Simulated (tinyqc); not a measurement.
Susceptibility above T_c: two-sublattice mean-field magnet: ferrimagnet, compensation points and susceptibility. Computed by tinyqc, a small Python program. Command: `OMP_NUM_THREADS=1 python tinyqc.py 3030671 3030672 out.jsonl ferri walk`. One thread of a shared host (Intel(R) Xeon(R) Processor @ 2.30GHz), about 0.02 s of CPU time with the checks.

A random alloy A(1-x)B(x) with H = -sum over pairs J S_i.S_j. a = <S_A> and b = <S_B> are taken along z, a > 0. Exchange fields: h_A = (1 - x) zJ_AA a + x zJ_AB b, h_B = (1 - x) zJ_AB a + x zJ_BB b; a = S_A B_(S_A)(S_A h_A/(k_B T)) and likewise for b, with the Brillouin function B_S(y) = [(2S + 1)/(2S)] coth[(2S + 1) y/(2S)] - [1/(2S)] coth[y/(2S)].

Inputs (values chosen for the exercise, for a model ferrimagnet):
```
quantity,value,unit
spin S_A,1.5,-
spin S_B,3.5,-
g factor g_A,2.1,-
g factor g_B,2,-
fraction x of B sites,0.42,-
z J_AA,46,meV
z J_BB,5.1,meV
z J_AB,-14,meV
T over T_c,0.28,-
```

Constants: k_B = 8.617333262e-05 eV/K.

Method. Linearised, T (a, b) = M (a, b) with M_ij = S_i (S_i + 1) c_j zJ_ij/(3 k_B), c_A = 1 - x, c_B = x. T_c is the larger eigenvalue, and its eigenvector gives b/a at onset, (T_c - M_AA)/M_AB. With a field B, T (a, b) = M (a, b) + (mu_B B/(3 k_B)) (g_A S_A (S_A + 1), g_B S_B (S_B + 1)). chi = m/B per site; C = mu_B [(1 - x) g_A^2 S_A (S_A + 1) + x g_B^2 S_B (S_B + 1)]/(3 k_B); the table gives C/chi, which tends to T - theta.

T_c = 500.920 K

M (K):
```
,A,B
A,387.011,-85.293
B,-494.701,130.499
```

Inverse susceptibility:
```
T (K),C/chi (K),T - C/chi (K)
510.9,465.8,45.157
551.0,527.9,23.065
626.2,606.6,19.565
751.4,733.0,18.387
1001.8,984.0,17.796
1502.8,1485.3,17.500
2504.6,2487.2,17.352
5009.2,4991.9,17.269
```

What follows from these numbers?

T - C/chi sinks from 45 K just above T_c to 17 K at 10 T_c, on its way to the asymptotic theta. The curve of 1/chi is a hyperbola that bends down to zero at T_c = 501 K, so a Curie-Weiss line fitted at high T misses T_c.
